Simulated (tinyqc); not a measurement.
Dopants and charged point defects at anneal temperature: Fermi-level effect, clustering and pairing: one step, computed by the program tinyqc.

Boltzmann statistics and full ionisation of active dopants. Energies are counted from the valence band; the defect (a vacancy or self-interstitial) has five charge states, with all degeneracy factors one.

Question. Charged defects. C_0 = N_s exp(S_f/k_B) exp(-H_f/k_B T). Ratios to the neutral state at E_F = E_i: r_+ = exp((E(+/0) - E_i)/k_B T), r_2+ = r_+ exp((E(2+/+) - E_i)/k_B T), r_- = exp((E_i - E(0/-))/k_B T), r_2- = r_- exp((E_i - E(-/2-))/k_B T); at other E_F state q scales as chi^(-q). The enhancement is sum r_q chi^(-q)/sum r_q. The charge on the defects is left out of neutrality.

Inputs (values chosen for the exercise, with bands modelled on InP):
```
quantity                                        value   unit
anneal temperature T                              890      K
formation enthalpy of the neutral defect H_f     2.86     eV
formation entropy S_f                             4.5    k_B
site density N_s                              4.7e+22  cm^-3
```

Dopant: donor. Second part: pairing with a mobile impurity.

defect levels as fractions of E_g(T): (2+/+), (+/0), (0/-), (-/2-): 0.17  0.34  0.48  0.76

E_g = 1.162614 eV

k_B T = 0.07669427 eV

n_i = 6.627838e+15 cm^-3

E_i = 0.7008804 eV

chi = 1810.546

Give: neutral defects C_0; Charge states; all defects, doped; enhancement over intrinsic; mean charge.

Answer.

neutral defects C_0 = 2.699e+08 cm^-3

Charge states:
```
state    ratio r  intrinsic (cm^-3)  doped (cm^-3)
2+     2.630e-05          7.097e+03      2.165e-03
+      1.860e-02          5.020e+06      2.773e+03
0      1.000e+00          2.699e+08      2.699e+08
-      6.438e+00          1.738e+09      3.146e+12
2-     5.945e-01          1.605e+08      5.260e+14
```

all defects, doped = 5.291e+14 cm^-3

enhancement over intrinsic = 2.435e+05

mean charge = -1.994 e

Doping leaves the neutral state alone and multiplies the total by 244000; the most common state is 2- (in intrinsic material -). Caution: the carrier density exceeds the effective density of states, where Boltzmann statistics understate the shift of E_F and so the density of charged defects (gap narrowing, also left out, works the other way).
